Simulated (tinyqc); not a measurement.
# Changing the mass of the ion at fixed atomic number

Model: ion implantation: universal nuclear stopping, Lindhard-Scharff electronic stopping and a Gaussian range profile. Computed by tinyqc, a small Python program. Command: `OMP_NUM_THREADS=1 python tinyqc.py 3018974 3018975 out.jsonl implant sweep`. One thread of a shared host (Intel(R) Xeon(R) Processor @ 2.30GHz), about 0.1 s of CPU time with the checks.

An ion slows by elastic collisions with screened nuclei and by friction with electrons; channelling is ignored and the target is uniform.

Inputs (values chosen for the exercise, modelled on silicon ions in diamond):
```
quantity                               value    unit
ion atomic number Z1                      14       -
target atomic number Z2                    6       -
target mass M2                         12.01       u
target density N                       176.3  1/nm^3
ion energy E                             150     keV
scale factor of electronic stopping k    1.3       -
```

Method:
- Reduced energy eps = 32.53 M2 E/(Z1 Z2 (M1 + M2)(Z1^0.23 + Z2^0.23)), E in keV; s_n = ln(1 + 1.1383 eps)/(2 (eps + 0.01321 eps^0.21226 + 0.19593 eps^0.5)) for eps up to 30 and ln(eps)/(2 eps) above; S_n = 8.462 Z1 Z2 M1 s_n/((M1 + M2)(Z1^0.23 + Z2^0.23)) in 1e-15 eV cm^2.
- S_e = k 3.83 Z1^(7/6) Z2/(Z1^(2/3) + Z2^(2/3))^(3/2) sqrt(E/M1) in 1e-15 eV cm^2, E in keV.
- Path length R = int_0^E dE'/(N (S_n + S_e)); energy lost to nuclei nu = int_0^E S_n/(S_n + S_e) dE' (both with E' = E y^3 and 64 Gauss-Legendre points in y).
- Estimates of Lindhard type: R_p = R/(1 + M2/(3 M1)), straggle dR_p = (2/3) R_p sqrt(M1 M2)/(M1 + M2).

One run for each value:
```
ion mass M1 (u)  projected range R_p (nm)  path length R (nm)  straggle dR_p (nm)  energy lost to nuclei nu (keV)
14.0                                90.17              115.95              29.968                          51.671
17.6                                95.86              117.66              31.378                          59.840
22.2                               100.36              118.46              31.935                          68.304
28.0                               103.59              118.40              31.653                          76.703
35.3                               105.67              117.65              30.659                          84.795
44.4                               106.80              116.43              29.147                          92.328
56.0                               107.27              114.94              27.271                          99.322
```

Over the rows, projected range R_p (nm) rises from 90.2 to 107 (exponent d ln y / d ln x 0.27 between the first rows and 0.019 between the last); path length R (nm) goes from 116 through a maximum among these rows, 118 at 22.2, to 115; straggle dR_p (nm) goes from 30.0 through a maximum among these rows, 31.9 at 22.2, to 27.3. R_p/R goes from 0.78 to 0.93: a heavier ion is deflected less. The masses are formal and span far more than real isotopes.

Caution (rows 14.0, 17.6, 22.2, 28.0, 35.3): the estimates of R_p and dR_p assume mainly nuclear stopping and an ion not much lighter than the target; here they are rough, and for light ions in heavy targets the straggle can be low by a factor of two or more.

Extremes, crossings and ranges named in words are read from the listed rows.
